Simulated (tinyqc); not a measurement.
Velocity overshoot from momentum and energy balance equations after a field step: one step, computed by the program tinyqc. Command: `OMP_NUM_THREADS=1 python tinyqc.py 3004823 3004824 out.jsonl overshoot walk`. One thread of a shared host (Intel(R) Xeon(R) Processor @ 2.30GHz), about 0.02 s of CPU time with the checks.

At t = 0 the field jumps from 0 to F in a uniform sample. v is the drift velocity and u = w - (3/2) k_B T the excess energy per carrier.

Question. First four steps. dv/dt = e F/m - v/tau_m(u), du/dt = e F v - u/tau_E, tau_m(u) = tau_0/(1 + c u), tau_0 = m mu_0/e, c = mu_0/(e tau_E v_s^2); this choice gives the steady state v (1 + mu_0 F v/v_s^2) = mu_0 F, which saturates at v_s. Step: v_new = (v + dt e F/m)/(1 + dt/tau_m(u)), u_new = (u + dt e F v_new)/(1 + dt/tau_E). Start v = u = 0; the distance adds dt (v + v_new)/2.

Inputs (values chosen for the exercise, modelled on electrons in silicon except for tau_E):

| quantity | value | unit |
|---|---|---|
| energy relaxation time tau_E | 0.71 | ps |
| field after the step F | 5.1 | kV/cm |
| lattice temperature T | 300 | K |
| time step dt | 24 | fs |

Scheme: implicit in the damping.

c = 19.71831 1/eV

tau_0 = 214.9168 fs

acceleration e F/m = 0.003322216 1e7 cm/s per fs

Give: Steps.

Answer.

Steps:

| step | t (fs) | v (1e7 cm/s) | u (eV) | tau_m (fs) |
|---|---|---|---|---|
| 1 | 24 | 0.0717 | 8.492e-05 | 214.6 |
| 2 | 48 | 0.1362 | 2.434e-04 | 213.9 |
| 3 | 72 | 0.1942 | 4.654e-04 | 213.0 |
| 4 | 96 | 0.2462 | 7.416e-04 | 211.8 |
